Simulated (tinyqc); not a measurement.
Comparisons within one model: Kane-Mele model of a buckled honeycomb layer in a normal field. A value that a table varies takes the place of the one given here.

Sublattices A and B lie at +/-b, so the field gives them the energies +/-D, D = e b Ez (in eV for b in angstrom and Ez in V/angstrom); 2 lam is the gap at zero field. Near the valleys tau = +/-1, for spin sz = +/-1: H = hbar v (tau qx sx + qy sy) + m sz_AB with m = D - tau sz lam, hbar v = (sqrt3/2) a t. On the lattice the spin-orbit term is the second-neighbour hopping i (lam/3 sqrt3) nu sz, nu = +/-1 by the sense of the turn. The filled band of one cone contributes tau sign(m)/2 to the Chern number, in the sense Omega = curl of i<u|grad u>. Rashba terms are left out.

Zigzag ribbon of N chains, sites A1, B1, A2, ...; k in 1/a. Bonds -2t cos(k/2) (A_n to B_n) and -t (B_n to A_(n+1)); diagonal +/-(D + 2 l2 sz sin k) on A and B; A_n to A_(n+1): -2 l2 sz sin(k/2), B_n to B_(n+1): the opposite; l2 = lam/(3 sqrt3).

Constants: kB = 8.617333262e-05 eV/K; hbar^2/2m0 = 3.80998211 eV angstrom^2.

Inputs chosen for the exercise (of the size used for stanene; not measured data):

| symbol | value | unit | meaning |
|---|---|---|---|
| a | 4.62 | angstrom | lattice constant |
| t | 1.41 | eV | hopping |
| lam | 0.091 | eV | spin-orbit half gap |
| b | 0.39 | angstrom | half the buckling height |
| Ez | 0.14 | V/angstrom | normal field at the atoms, after screening; 0.01 is 1 MV/cm, and gates reach some 0.05 |
| N | 24 |  | chains |

## Edge bands of a zigzag ribbon

The two middle levels for each spin, and the weight of the upper one on the half of the ribbon that holds A1.

Middle levels (meV):

| k/pi | up, lower | up, upper | up, weight | down, lower | down, upper | down, weight |
|---|---|---|---|---|---|---|
| 0.6 | -327.920 | 327.920 | 0.57 | -296.773 | 296.773 | 0.48 |
| 0.7 | -141.416 | 141.416 | 0.94 | -39.237 | 39.237 | 0.16 |
| 0.8 | -116.233 | 116.233 | 1.00 | -7.155 | 7.155 | 0.00 |
| 0.9 | -86.966 | 86.966 | 1.00 | -22.103 | 22.103 | 1.00 |
| 1.0 | -54.533 | 54.533 | 1.00 | -54.533 | 54.533 | 1.00 |
| 1.1 | -22.103 | 22.103 | 1.00 | -86.966 | 86.966 | 1.00 |
| 1.2 | -7.155 | 7.155 | 0.00 | -116.233 | 116.233 | 1.00 |
| 1.3 | -39.237 | 39.237 | 0.16 | -141.416 | 141.416 | 0.94 |
| 1.4 | -296.773 | 296.773 | 0.48 | -327.920 | 327.920 | 0.57 |

For spin up the upper level changes from one edge to the other between k/pi = 1.1 and 1.2: the two edge bands cross there and each joins valence to conduction band. Spin down mirrors this about k = pi, so each edge carries a counter-moving pair. At k = pi the levels are -54.533 and 54.533 meV, with D = 54.600 meV and lam = 91 meV.

## Closing and reopening the gap

Ez = f lam/b. Gap 2 |D - lam|, second gap 2 (D + lam), Z2 index, and the temperature at which kB T equals the gap.

Against field:

| f | Ez (V/angstrom) | gap (meV) | second gap (meV) | Z2 | gap/kB (K) |
|---|---|---|---|---|---|
| 0.00 | 0 | 182.000 | 182.000 | 1 | 2112.0 |
| 0.25 | 0.0583 | 136.500 | 227.500 | 1 | 1584.0 |
| 0.50 | 0.117 | 91.000 | 273.000 | 1 | 1056.0 |
| 0.75 | 0.175 | 45.500 | 318.500 | 1 | 528.0 |
| 0.90 | 0.210 | 18.200 | 345.800 | 1 | 211.2 |
| 1.10 | 0.257 | 18.200 | 382.200 | 0 | 211.2 |
| 1.50 | 0.350 | 91.000 | 455.000 | 0 | 1056.0 |
| 2.00 | 0.467 | 182.000 | 546.000 | 0 | 2112.0 |
| 3.00 | 0.700 | 364.000 | 728.000 | 0 | 4224.0 |

The gap closes at Ez = 0.2333 V/angstrom, 23.3 MV/cm at the atoms (the applied field must be larger by the screening), and is back at its zero-field size at twice that. At zero field it is 182.0 meV, above kB T at 300 K (25.9 meV).

## What each parameter does

Smaller and larger gap, hbar v, and the mass 2c|m|/(hbar v)^2 at the smaller gap, c = hbar^2/2m0. Each row changes one parameter from the base and keeps the others.

Results:

| case | smaller gap (meV) | larger gap (meV) | hbar v (eV angstrom) | mass (m0) |
|---|---|---|---|---|
| base | 72.800 | 291.200 | 5.6415 | 0.00872 |
| a = 5.082 angstrom | 72.800 | 291.200 | 6.2056 | 0.00720 |
| t = 1.551 eV | 72.800 | 291.200 | 6.2056 | 0.00720 |
| lam = 0.1001 eV | 91.000 | 309.400 | 5.6415 | 0.01089 |
| Ez = 0.154 V/angstrom | 61.880 | 302.120 | 5.6415 | 0.00741 |

The largest shifts from the base row, up to three for each result and ties (the steps differ in size, so this ranks the rows, not the parameters). smaller gap (meV): lam +18.200, Ez -10.920; unchanged at the printed digits by a and t. larger gap (meV): lam +18.200, Ez +10.920; unchanged at the printed digits by a and t. hbar v (eV angstrom): a +0.5641, t +0.5641; unchanged at the printed digits by lam and Ez. mass (m0): lam +0.00218, a -0.00151, t -0.00151.

(tinyqc, `OMP_NUM_THREADS=1 python tinyqc.py 1450296 1450297 out.jsonl`, Intel(R) Xeon(R) Processor @ 2.30GHz, 1 thread, shared host, about 0.02 s.)
